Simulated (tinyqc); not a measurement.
Microkinetic model of a Langmuir-Hinshelwood surface reaction A + (1/2) B2 = AB with Bronsted-Evans-Polanyi barriers: one step, computed by the program tinyqc.

A adsorbs in equilibrium; B2 dissociates irreversibly on two free sites; adsorbed A and B react irreversibly and AB leaves at once. theta_A + theta_B + theta_* = 1.

Question. Steady state in closed form. theta_A = K_A p_A theta_*; 2 k1 p_B theta_*^2 = k2 theta_A theta_B, so theta_B = w theta_* with w = 2 k1 p_B/(k2 K_A p_A); theta_* = 1/(1 + K_A p_A + w); rate r = k2 theta_A theta_B.

Inputs (values chosen for the exercise, for a model catalyst): pressure p_A = 0.006 bar; pressure p_B = 0.21 bar; temperature T = 575 K.

K_A = 299.2712 1/bar

k1 = 3183.586 1/(bar s)

k2 = 502.2668 1/s

Give: w; theta_*; theta_A; theta_B; rate r.

Answer.

w = 1.483

theta_* = 0.2337

theta_A = 0.4197

theta_B = 0.3465

rate r = 73.05 1/s per site

No single species fills the surface. Caution: the linear relation gives a negative E1, which is set to zero: dissociation is not activated.
